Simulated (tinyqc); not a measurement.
Worked calculation: coherent transport through a tight-binding region between two chains. Computed by tinyqc, a small Python program that keeps every step. Settings: temperature = 300, mu = -0.26. Command: `OMP_NUM_THREADS=1 python tinyqc.py 23475 23476 out.jsonl` (the two numbers bound the seeds that draw the settings). One thread of a shared host (Intel(R) Xeon(R) Processor @ 2.60GHz), about 0.09 s of CPU time with the checks.

## Transmission at E = -0.25 eV

H of the central region (eV):
$$\begin{pmatrix}
-0.79000 & -0.76000 & 0.00000 & 0.00000 & 0.00000 & 0.00000 \\
-0.76000 & -0.90000 & -0.74000 & 0.00000 & 0.00000 & 0.00000 \\
0.00000 & -0.74000 & -0.81000 & -0.71000 & 0.00000 & 0.00000 \\
0.00000 & 0.00000 & -0.71000 & -0.90000 & -0.76000 & 0.00000 \\
0.00000 & 0.00000 & 0.00000 & -0.76000 & 0.86000 & -0.76000 \\
0.00000 & 0.00000 & 0.00000 & 0.00000 & -0.76000 & -0.48000
\end{pmatrix}$$

Leads: semi-infinite chains with site energy 0:
```
parameter                           value
lead hopping t (eV)              1.980000
coupling to the left lead (eV)   1.300000
coupling to the right lead (eV)  0.740000
left contact site                       1
right contact site                      6
```

E = -0.25000 eV

Surface Green function g = (E - i sqrt(4 t^2 - E^2)) / (2 t^2); self-energy tc^2 g on each contact site; G = (E - H - Sigma)^(-1); Gamma = -2 Im Sigma; T = Gamma_L Gamma_R |G_LR|^2; local density of states -Im G_ii / pi.

g = -0.03188-0.50404i 1/eV

G (1/eV):
$$\begin{pmatrix}
0.48041-0.78324i & 0.06251+0.07359i & -0.54830+0.73977i & 0.36731-0.66018i & 0.19808-0.12648i & -0.07802+0.47545i \\
0.06251+0.07359i & 0.03363-0.12756i & 1.25761+0.03647i & -1.02697+0.10418i & -0.29654-0.12318i & 0.59387-0.28409i \\
-0.54830+0.73977i & 1.25761+0.03647i & -0.54154-0.79180i & 0.52483+0.58651i & 0.05705+0.23809i & -0.44152-0.23877i \\
0.36731-0.66018i & -1.02697+0.10418i & 0.52483+0.58651i & 0.65642-0.57118i & 0.26408-0.05941i & -0.27072+0.48442i \\
0.19808-0.12648i & -0.29654-0.12318i & 0.05705+0.23809i & 0.26408-0.05941i & -0.27915-0.17162i & 0.64401-0.19125i \\
-0.07802+0.47545i & 0.59387-0.28409i & -0.44152-0.23877i & -0.27072+0.48442i & 0.64401-0.19125i & 1.21132-0.76373i
\end{pmatrix}$$

local density of states (1/eV): [0.24931, 0.04060, 0.25204, 0.18181, 0.05463, 0.24310]

transmission = 0.21832

## Transmission across the band

The same steps on a grid of energies.

T(E):
```
E (eV)             T
-3.7620000  1.75e-08
-3.3858000  2.69e-07
-3.0096000  3.32e-06
-2.6334000   0.00006
-2.2572000   0.00329
-1.8810000   0.06030
-1.5048000   0.17968
-1.1286000   0.51273
-0.7524000   0.88177
-0.3762000   0.33183
0            0.17625
0.3762000    0.05514
0.7524000    0.00307
1.1286000    0.00119
1.5048000    0.00387
1.8810000   1.74e-05
2.2572000   1.16e-06
2.6334000   1.40e-07
3.0096000   2.17e-08
3.3858000   3.52e-09
3.7620000   3.81e-10
```

levels of the isolated region (eV): [-2.08172, -1.45149, -0.81699, -0.41249, 0.30445, 1.43823]

## Current

I = (2e/h) int T(E) [f(E - mu - V/2) - f(E - mu + V/2)] dE at 300 K with mu = -0.26 eV, the bias not changing H; 2e^2/h = 77.48092 microsiemens; the integral runs over the band on 4001 points.

Current:
```
V (volt)  I (microampere)
0.01000           0.17764
0.05000           0.88988
0.10000           1.79022
0.20000           3.66433
0.40000           8.00064
0.80000          20.89793
```
